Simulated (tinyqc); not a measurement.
Inside a calculation: Franz-Keldysh effect at a direct gap. Values are carried at full precision from step to step, so a last printed digit may differ when a step is redone from the rounded ones.

Parabolic bands, vertical transitions, no excitons. For each hole band j: mr = me mj/(me + mj); joint density of states J_j(E) = (mr/c)^(3/2) sqrt(E - Eg)/(2 pi^2), both spins, c = hbar^2/2m0; averaged matrix element |e.p|^2 = m0 Ep/6; alpha_j(E) = 4 pi^2 alpha_f c Ep J_j/(3 nr E) in 1/angstrom (alpha_f the fine-structure constant, listed as alpha among the constants), times 1e8 for 1/cm.

In a field Fd (1 kV/cm = 1e-5 V/angstrom) the electro-optic energy of band j is th = (c (e Fd)^2/mr)^(1/3), and sqrt(E - Eg) in J_j is replaced by pi sqrt(th) [Ai'(b)^2 - b Ai(b)^2] with b = (Eg - E)/th; Ai is the Airy function.

Constants: hbar^2/2m0 = 3.80998211 eV angstrom^2; fine-structure constant alpha = 0.007297352564.

Parameters, chosen for this exercise (near those of GaAs; not measured data): Eg = 1.404 eV (direct gap); me = 0.0665 m0 (electron mass); mhh = 0.49 m0 (heavy-hole mass); mlh = 0.08 m0 (light-hole mass); Ep = 25.9 eV (Kane energy); nr = 3.63 (refractive index); Fd = 190 kV/cm (uniform field); E = 1.38 eV (photon energy); L = 24 micrometre (length of a waveguide).

## Electro-optic energy and length

For each hole band give mr, th and the length th/(e Fd).

Scales:

| hole | mr (m0) | th (meV) | length (angstrom) |
|---|---|---|---|
| heavy | 0.05855 | 61.701 | 32.5 |
| light | 0.03631 | 72.352 | 38.1 |

The light-hole pair has th larger by a factor 1.173, the cube root of the ratio of reduced masses.

## Airy factors at E

Ai is the Airy function, th the electro-optic energy of each hole band from the table (its other columns are not needed here), b = (Eg - E)/th with th in eV; the factor takes the place of sqrt(E - Eg) in the joint density of states.

Form b, Ai(b), Ai'(b) and the factor pi sqrt(th) [Ai'^2 - b Ai^2] for each band, beside sqrt(E - Eg) (zero below the gap).

Factors:

| hole | b | Ai(b) | Ai'(b) | factor (eV^(1/2)) | without field |
|---|---|---|---|---|---|
| heavy | 0.3890 | 0.2573 | -0.2369 | 0.02371 | 0.0000 |
| light | 0.3317 | 0.2711 | -0.2424 | 0.02905 | 0.0000 |

## Absorption with and without the field

Put the factors in place of sqrt(E - Eg) in alpha_j and add the bands; a waveguide of length L changes its transmission by 4.343 (alpha(F) - alpha(0)) L dB.

alpha_j in the field (1/cm): heavy 433, light 259

alpha(F) = 692 1/cm
alpha(0) = 0 1/cm
change of loss = 7.21 dB

Below the gap the field opens a tail where this model has no absorption; excitons and band tails absorb within some 10 to 20 meV of a real edge. Excitons, which add a sharp peak at low field, are left out.

## Checks

- Airy factor at b = -40 against the zero-field limit sqrt(-b): 6.33 against 6.32.

Computed by tinyqc, a small Python program: `OMP_NUM_THREADS=1 python tinyqc.py 1680198 1680199 out.jsonl` (the numbers bound the seed that draws the inputs); one thread of a shared host (Intel(R) Xeon(R) Processor @ 2.30GHz), about 0.01 s for the whole set of steps.
